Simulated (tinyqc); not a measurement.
Worked calculation: FCI on RHF in the sto-3g basis, for H4, spin multiplicity 1. One step of it, computed by the program tinyqc.

Problem. Integrals over molecular orbitals. (pq|rs) = sum C_ip C_jq C_kr C_ls (ij|kl), one index at a time.

coefficients C:
```
,MO1,MO2,MO3,MO4
1H 1s,0.353863,0.463017,0.719591,-0.681615
2H 1s,0.417850,0.401533,-0.587871,0.854677
3H 1s,0.417850,-0.401533,-0.587871,-0.854677
4H 1s,0.353863,-0.463017,0.719591,0.681615
```

core Hamiltonian H = T + V (hartree):
```
,1H 1s,2H 1s,3H 1s,4H 1s
1H 1s,-1.327571,-0.879826,-0.090546,-0.011456
2H 1s,-0.879826,-1.521877,-0.452262,-0.090546
3H 1s,-0.090546,-0.452262,-1.521877,-0.879826
4H 1s,-0.011456,-0.090546,-0.879826,-1.327571
```

Two-electron integrals (ij|kl) in chemists' order, unique and non-zero (hartree):
```
i,j,k,l,(ij|kl)
1,1,1,1,0.774606
2,1,1,1,0.301977
2,1,2,1,0.151346
2,2,1,1,0.472860
2,2,2,1,0.301977
2,2,2,2,0.774606
3,1,1,1,0.018035
3,1,2,1,0.010375
3,1,2,2,0.024590
3,1,3,1,0.000951
3,2,1,1,0.073210
3,2,2,1,0.047198
3,2,2,2,0.128514
3,2,3,1,0.005292
3,2,3,2,0.033063
3,3,1,1,0.206955
3,3,2,1,0.126825
3,3,2,2,0.337680
3,3,3,1,0.018035
3,3,3,2,0.128514
3,3,3,3,0.774606
4,1,1,1,0.001546
4,1,2,1,0.000946
4,1,2,2,0.002415
4,1,3,1,0.000101
4,1,3,2,0.000610
4,1,3,3,0.002415
4,1,4,1,0.000012
4,2,1,1,0.010699
4,2,2,1,0.006720
4,2,2,2,0.018035
4,2,3,1,0.000813
4,2,3,2,0.005292
4,2,3,3,0.024590
4,2,4,1,0.000101
4,2,4,2,0.000951
4,3,1,1,0.084579
4,3,2,1,0.049861
4,3,2,2,0.126825
4,3,3,1,0.006720
4,3,3,2,0.047198
4,3,3,3,0.301977
4,3,4,1,0.000946
4,3,4,2,0.010375
4,3,4,3,0.151346
4,4,1,1,0.148145
4,4,2,1,0.084579
4,4,2,2,0.206955
4,4,3,1,0.010699
4,4,3,2,0.073210
4,4,3,3,0.472860
4,4,4,1,0.001546
4,4,4,2,0.018035
4,4,4,3,0.301977
4,4,4,4,0.774606
```

Give: one-electron integrals over orbitals h = C^T H C; Two-electron integrals over orbitals.

Solution.

one-electron integrals over orbitals h = C^T H C (hartree):
```
,1,2,3,4
1,-1.5986,0.0000,0.1081,0.0000
2,0.0000,-1.4962,0.0000,-0.0961
3,0.1081,0.0000,-1.1092,0.0000
4,0.0000,-0.0961,0.0000,-0.9464
```

Two-electron integrals over orbitals (pq|rs), unique and non-zero (hartree):
```
p,q,r,s,(pq|rs)
1,1,1,1,0.4275
2,1,2,1,0.1983
2,2,1,1,0.4172
2,2,2,2,0.4248
3,1,1,1,-0.0427
3,1,2,2,-0.0011
3,1,3,1,0.1075
3,2,2,1,0.0633
3,2,3,2,0.1042
3,3,1,1,0.4155
3,3,2,2,0.4165
3,3,3,1,-0.0081
3,3,3,3,0.4322
4,1,2,1,0.0186
4,1,3,2,-0.0810
4,1,4,1,0.0921
4,2,1,1,0.0509
4,2,2,2,0.0130
4,2,3,1,-0.1059
4,2,3,3,0.0103
4,2,4,2,0.1104
4,3,2,1,-0.1931
4,3,3,2,-0.0653
4,3,4,1,-0.0165
4,3,4,3,0.2055
4,4,1,1,0.4438
4,4,2,2,0.4339
4,4,3,1,-0.0467
4,4,3,3,0.4449
4,4,4,2,0.0554
4,4,4,4,0.4816
```
